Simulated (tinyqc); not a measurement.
Inputs raised by 2 %, one at a time: heat flow across a film from the phonon Boltzmann equation in the relaxation-time approximation. Computed by tinyqc, a small Python program. Command: `OMP_NUM_THREADS=1 python tinyqc.py 3010884 3010885 out.jsonl slabbte sens`. One thread of a shared host (Intel(R) Xeon(R) Processor @ 2.30GHz), about 0.05 s of CPU time with the checks.

Two black walls, hot at x = 0 and cold at x = L, emit phonons isotropically. For one free path Lambda, with tau = x/Lambda, tau_L = L/Lambda and phi = (T - T_cold)/Delta T, energy balance gives phi(tau) = (1/2) [E2(tau) + int_0^tau_L phi(s) E1(|tau - s|) ds]; E_n are the exponential integrals. The flux over the ballistic flux C v Delta T/4 is psi = 1 - 2 int_0^tau_L phi(s) E2(s) ds, and kappa_eff/kappa = (3/4) tau_L psi. kappa = C v Lambda/3 is an input, so at fixed kappa a longer free path means a smaller C v.

Inputs (values chosen for the exercise, modelled on sapphire):

| quantity | value | unit |
|---|---|---|
| bulk conductivity kappa | 33.9 | W/(m K) |
| film thickness L | 110 | nm |
| wall temperature difference Delta T | 2.9 | K |
| free path Lambda_1 | 22 | nm |
| free path Lambda_2 | 130 | nm |
| share f_2 of kappa | 0.31 | - |
| cells n in the small system | 4 | - |

Free-path groups: two.

Method:
- Cut the film into n equal cells with constant phi, collocated at the centres c_i: the kernel integrates to A_ij = |E2(|c_i - e_j|) - E2(|c_i - e_(j+1)|)|/2 for cell edges e_j, and A_ii = 1 - E2(half a cell); solve (1 - A) phi = E2(c)/2; psi = 1 - 2 sum_j phi_j [E3(e_j) - E3(e_(j+1))].
- Use 150 and 300 cells and extrapolate psi = (4 psi(300) - psi(150))/3. The jump at the hot wall is 1 - phi there (linear extrapolation from the first two of 300 cells). Two-flux (diffusion with slip) formula: psi = 1/(1 + 3 tau_L/4).
- Each group is solved on its own with 150 and 300 cells, psi = (4 psi(300) - psi(150))/3, and weighted by its share of kappa (f_1 is what the others leave); exchange of energy between groups inside the film is left out.
- Flux J = kappa_eff Delta T/L; apparent boundary resistance per wall (L/kappa_eff - L/kappa)/2.

Runs:

| input moved | from | to | flux J (GW/m^2) | apparent resistance per wall (m^2 K/GW) | jump at the wall / Delta T for Lambda_1 | psi for Lambda_1 |
|---|---|---|---|---|---|---|
| base run | - | - | 0.58431 | 0.85915 | 0.090516 | 0.20766 |
| bulk conductivity kappa (W/(m K)) | 33.9 | 34.578 | 0.59599 | 0.84231 | 0.090516 | 0.20766 |
| film thickness L (nm) | 110 | 112.2 | 0.57615 | 0.86185 | 0.089139 | 0.20447 |
| free path Lambda_1 (nm) | 22 | 22.44 | 0.58219 | 0.86817 | 0.091908 | 0.21088 |
| free path Lambda_2 (nm) | 130 | 132.6 | 0.58304 | 0.86453 | 0.090516 | 0.20766 |
| share f_2 of kappa | 0.31 | 0.3162 | 0.58207 | 0.86867 | 0.090516 | 0.20766 |

Exponents ln(y'/y) / ln(x'/x):

| input | flux J | apparent resistance per wall | jump at the wall / Delta T for Lambda_1 | psi for Lambda_1 |
|---|---|---|---|---|
| bulk conductivity kappa | 1.000 | -1.000 | 0.000 | 0.000 |
| film thickness L | -0.710 | 0.158 | -0.774 | -0.780 |
| free path Lambda_1 | -0.183 | 0.527 | 0.771 | 0.777 |
| free path Lambda_2 | -0.109 | 0.315 | 0.000 | 0.000 |
| share f_2 of kappa | -0.193 | 0.557 | 0.000 | 0.000 |

To which inputs is each result most sensitive?

Among the inputs moved here: flux J answers most in size to bulk conductivity kappa (exponent +1.000), next to film thickness L (-0.710). Apparent resistance per wall answers most in size to bulk conductivity kappa (exponent -1.000), next to share f_2 of kappa (+0.557). Jump at the wall / Delta T for Lambda_1 answers most in size to film thickness L (exponent -0.774), and about equally to free path Lambda_1 (+0.771); its exponent is below 0.0005 for bulk conductivity kappa, free path Lambda_2, share f_2 of kappa. psi for Lambda_1 answers most in size to film thickness L (exponent -0.780), and about equally to free path Lambda_1 (+0.777); its exponent is below 0.0005 for bulk conductivity kappa, free path Lambda_2, share f_2 of kappa.
